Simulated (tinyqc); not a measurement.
Interdiffusion in a binary couple: Darken equations, Kirkendall shift and Boltzmann-Matano analysis: one step, computed by the program tinyqc.

x is the mole fraction of B; the molar volume is constant, and the two halves are long enough to count as infinite.

Question. Boltzmann-Matano diffusivity. D~(x) = area/(2 t slope), with z counted from the original interface (the Matano plane); 1 um^2 = 1e-12 m^2.

Inputs (values chosen for the exercise, for a model alloy A-B): temperature T = 1250 K; time t = 5400 s.

area -int z dx from x_L to the local x = 5.815231 um

slope dx/dz at the local x = 0.002143872 1/um

Give: D~ from the profile.

Answer.

D~ from the profile = 2.5116e-13 m^2/s
